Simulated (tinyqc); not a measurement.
Kronig-Penney superlattice by transfer matrices: sweeps and comparisons. A value that a table varies takes the place of the one given here.

Wells (width a, potential 0, mass mw) alternate with barriers (width b, height V0, mass mb); period d = a + b; c = hbar^2/2m0. The vector (psi, psi'/m) is continuous, and a layer of thickness t carries it by M = [[cos kt, (m/k) sin kt], [-(k/m) sin kt, cos kt]] with k = sqrt(m (E - V)/c); for E < V, k = i kappa gives [[cosh, (m/kappa) sinh], [(kappa/m) sinh, cosh]] of kappa t. A Bloch state obeys cos(q d) = tr(Mb Mw)/2.

Constants: hbar^2/2m0 = 3.80998211 eV angstrom^2.

Values chosen for the exercise (near those of a GaAs superlattice with barriers of AlGaAs; not measured data):
- a = 77 angstrom (well width)
- V0 = 0.186 eV (barrier height)
- mw = 0.0679 m0 (mass in the wells)
- mb = 0.0861 m0 (mass in the barriers)
- bs = (16.5, 24.8, 33, 42.9, 52.8, 66, 82.5) angstrom (barrier widths)
- b = 33 angstrom (barrier width)

## Barrier width

First miniband against b. m_z = -2 c f'/d^2 with f = tr M/2 at the bottom of the band. E1 is the level of the single well, kappa1 its decay constant in the barrier.

First miniband:

| b (angstrom) | bottom (eV) | top (eV) | W (meV) | ln W | m_z (m0) |
|---|---|---|---|---|---|
| 16.5 | 0.0247 | 0.0601 | 35.36 | 3.566 | 0.0810 |
| 24.8 | 0.0305 | 0.0523 | 21.78 | 3.081 | 0.0962 |
| 33.0 | 0.0342 | 0.0477 | 13.54 | 2.605 | 0.119 |
| 42.9 | 0.0369 | 0.0445 | 7.645 | 2.034 | 0.163 |
| 52.8 | 0.0384 | 0.0427 | 4.326 | 1.465 | 0.231 |
| 66.0 | 0.0395 | 0.0415 | 2.028 | 0.707 | 0.387 |
| 82.5 | 0.0401 | 0.0409 | 0.7870 | -0.239 | 0.779 |

E1 = 0.0405 eV
kappa1 = 0.0573 1/angstrom

W falls from 35.4 to 0.79 meV, and both edges close in on E1. The slope of ln W is -0.0584 per angstrom over the first two rows and -0.0574 over the last two, against -kappa1 = -0.0573: the width follows one power of the tunnelling amplitude once the wells couple weakly. m_z grows by a factor 9.6.

## From one barrier to a miniband

Transmission through N barriers separated by wells, between leads of the well material: T = 4/[(M11 + M22)^2 + (u M12 - M21/u)^2] with u = k/mw and M the product over all layers; twelve evenly spaced energies around the first miniband.

Transmission:

| E (eV) | tr M/2 of a period | N = 1 | N = 2 | N = 4 | N = 8 |
|---|---|---|---|---|---|
| 0.028080 | 2.285 | 0.0462 | 0.00231 | 6.50e-06 | 5.16e-11 |
| 0.030541 | 1.733 | 0.0505 | 0.00441 | 4.41e-05 | 4.55e-09 |
| 0.033002 | 1.226 | 0.0549 | 0.00956 | 0.000599 | 3.01e-06 |
| 0.035463 | 0.761 | 0.0593 | 0.0265 | 0.214 | 0.0703 |
| 0.037924 | 0.336 | 0.0637 | 0.131 | 0.0592 | 0.281 |
| 0.040385 | -0.052 | 0.0682 | 0.872 | 0.632 | 0.310 |
| 0.042845 | -0.403 | 0.0727 | 0.107 | 0.0621 | 0.671 |
| 0.045306 | -0.721 | 0.0772 | 0.0387 | 0.863 | 0.613 |
| 0.047767 | -1.007 | 0.0818 | 0.0215 | 0.00518 | 0.00106 |
| 0.050228 | -1.262 | 0.0865 | 0.0146 | 0.000777 | 2.65e-06 |
| 0.052689 | -1.489 | 0.0912 | 0.0112 | 0.000240 | 1.17e-07 |
| 0.055150 | -1.689 | 0.0959 | 0.00921 | 0.000105 | 1.40e-08 |

5 of the energies lie in the miniband (|tr M/2| <= 1); there T for N = 8 runs between 0.0703 and 0.671. In the gaps it falls with N: at E = 0.0552 eV from 0.000105 (N = 4) to 1.4e-08 (N = 8), a slope of ln T of -2.23 a period, against -2 arccosh|tr M/2| = -2.23.

## What each parameter does

Bottom and width of the first miniband, the gap above it, and m_z = -2 c f'/d^2 with f = tr M/2. Each row changes one parameter from the base and keeps the others.

Results:

| case | bottom (eV) | width (meV) | gap (meV) | m_z (m0) |
|---|---|---|---|---|
| base | 0.0342 | 13.5 | 83.6 | 0.1193 |
| a = 85 angstrom | 0.0303 | 11.0 | 75.8 | 0.1249 |
| b = 38 angstrom | 0.0357 | 10.1 | 87.9 | 0.1386 |
| V0 = 0.158 eV | 0.0310 | 15.7 | 74.1 | 0.1076 |
| mw = 0.0611 m0 | 0.0352 | 14.8 | 88.1 | 0.1096 |
| mb = 0.0732 m0 | 0.0348 | 16.0 | 80.7 | 0.1045 |

The largest shifts from the base row, up to three for each result and ties (the steps differ in size, so this ranks the rows, not the parameters). bottom (eV): a -0.0039, V0 -0.0032, b +0.0015. width (meV): b -3.4, a -2.5, mb +2.5. gap (meV): V0 -9.4, a -7.7, mw +4.5. m_z (m0): b +0.0193, mb -0.0148, V0 -0.0117.

Run: tinyqc, `OMP_NUM_THREADS=1 python tinyqc.py 1280133 1280134 out.jsonl`; Intel(R) Xeon(R) Processor @ 2.30GHz, one thread, shared host; about 0.05 s of CPU time with all checks.
